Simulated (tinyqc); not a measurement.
Trading HF for NH4F at fixed fluoride: speciation in dilute and buffered hydrofluoric acid, oxide etch rate and bath loading. Computed by tinyqc, a small Python program. Command: `OMP_NUM_THREADS=1 python tinyqc.py 3120843 3120844 out.jsonl hfetch walk`. One thread of a shared host (Intel(R) Xeon(R) Processor @ 2.30GHz), about 0.01 s of CPU time with the checks.

Concentrations stand for activities, NH4+ and Cl- are spectators, and water ionisation is neglected. H, F and HF2 denote the ions H+, F- and HF2-. The base temperature is 298 K.

Inputs (values chosen for the exercise, of the order of those for thermal oxide at room temperature):
```
quantity,value,unit
HF added,0.05,mol/L
NH4F added,0.051,mol/L
K1 = [H][F]/[HF],0.00062,mol/L
K2 = [HF2]/([HF][F]),3.62,L/mol
K3 = [H2F2]/[HF]^2,2.73,L/mol
rate constant of neutral HF k_a,16,nm L/(min mol)
rate constant of HF2 k_b,49,nm L/(min mol)
```

Method:
- Fluoride balance: [HF] + [F] + 2 [HF2] + 2 [H2F2] = HF added + NH4F added. Acid balance: [H] + [HF] + [HF2] + 2 [H2F2] = HF added + HCl added. For a trial [H], [HF] = [H][F]/K1, and the fluoride balance is a quadratic in [F].
- Rate = k_a ([HF] + 2 [H2F2]) + k_b [HF2], an empirical two-term form.
- Total fluoride is held at HF + NH4F added, without HCl; x is the share added as HF.

Against x:
```
x,pH,[F] (mol/L),[HF] (mol/L),[HF2] (mol/L),rate (nm/min)
0.05,4.6173,0.094710,0.003687,0.0012642,0.1221
0.15,4.0801,0.082619,0.011082,0.0033144,0.3504
0.30,3.6795,0.065646,0.022149,0.0052634,0.6551
0.40,3.4792,0.055060,0.029458,0.0058716,0.8349
0.50,3.2967,0.045027,0.036674,0.0059778,0.9972
0.60,3.1172,0.035535,0.043755,0.0056285,1.1431
0.75,2.8252,0.022374,0.053976,0.0043717,1.3323
0.90,2.4526,0.011093,0.063100,0.0025339,1.4816
1.00,2.1417,0.005799,0.067494,0.0014169,1.5473
```

What follows from these numbers?

[HF2] is largest at x = 0.5 and the rate at x = 1 among these rows; HF2 needs both HF and F.

Extremes, crossings and ranges named in words are read from the listed rows.
